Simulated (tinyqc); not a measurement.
Inside a calculation. Method: FCI on RHF in the sto-6g basis, for H3+, spin multiplicity 1. One step of it, computed by the program tinyqc.

Problem. Integrals over molecular orbitals. (pq|rs) = sum C_ip C_jq C_kr C_ls (ij|kl), one index at a time.

coefficients C:
```
            MO1        MO2        MO3
1H 1s  0.583318   0.000000   1.204326
2H 1s  0.342304   0.753902  -0.825848
3H 1s  0.342304  -0.753902  -0.825848
```

core Hamiltonian H = T + V (hartree), lower triangle:
```
           1H 1s      2H 1s      3H 1s
1H 1s  -1.497679
2H 1s  -0.863578  -1.249083
3H 1s  -0.863578  -0.228003  -1.249083
```

Two-electron integrals (ij|kl) in chemists' order, unique and non-zero (hartree):
```
(11|11) 0.774999   (21|11) 0.309922   (21|21) 0.158339   (22|11) 0.478356
(22|21) 0.309922   (22|22) 0.774999   (31|11) 0.309922   (31|21) 0.115648
(31|22) 0.173859   (31|31) 0.158339   (32|11) 0.070826   (32|21) 0.031626
(32|22) 0.055966   (32|31) 0.031626   (32|32) 0.007353   (33|11) 0.478356
(33|21) 0.173859   (33|22) 0.263922   (33|31) 0.309922   (33|32) 0.055966
(33|33) 0.774999
```

Give: one-electron integrals over orbitals h = C^T H C; Two-electron integrals over orbitals.

Solution.

one-electron integrals over orbitals h = C^T H C (hartree), lower triangle:
```
         1        2        3
1  -1.5455
2   0.0000  -1.1607
3  -0.0970   0.0000  -0.7514
```

Two-electron integrals over orbitals (pq|rs), unique and non-zero (hartree):
```
(11|11) 0.5706    (21|21) 0.1463    (22|11) 0.4849    (22|22) 0.5361
(31|11) 0.0970    (31|22) -0.0369   (31|31) 0.1355    (32|21) -0.1409
(32|32) 0.1590    (33|11) 0.5754    (33|22) 0.5151    (33|31) 0.0834
(33|33) 0.6149
```
